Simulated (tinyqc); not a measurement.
# Ideality, saturation current and resistance from three points

Problem. Well above the saturation current a diode obeys V = n Vt ln(I/I0) + I Rs. Find n, Rs and I0.

Values chosen for this exercise: temperature T = 293 K.

Constants: q = 1.602176634e-19 C, kB = 1.380649e-23 J/K, Vt = kB T/q. Results are converted to the units shown.

currents (A): [2e-6, 0.0002, 0.008]
voltages (V): [0.48756862, 0.65528176, 0.80032297]

Answer. V is linear in the three unknowns n Vt, Rs and -n Vt ln I0, so three points give a linear system.

n = 1.440
Rs = 1.400 ohm
I0 = 3.000e-12 A

tinyqc, about 0.01 s, one thread, Intel Xeon 2.30GHz (shared host): `OMP_NUM_THREADS=1 python tinyqc.py 2260048 2260049 out.jsonl`
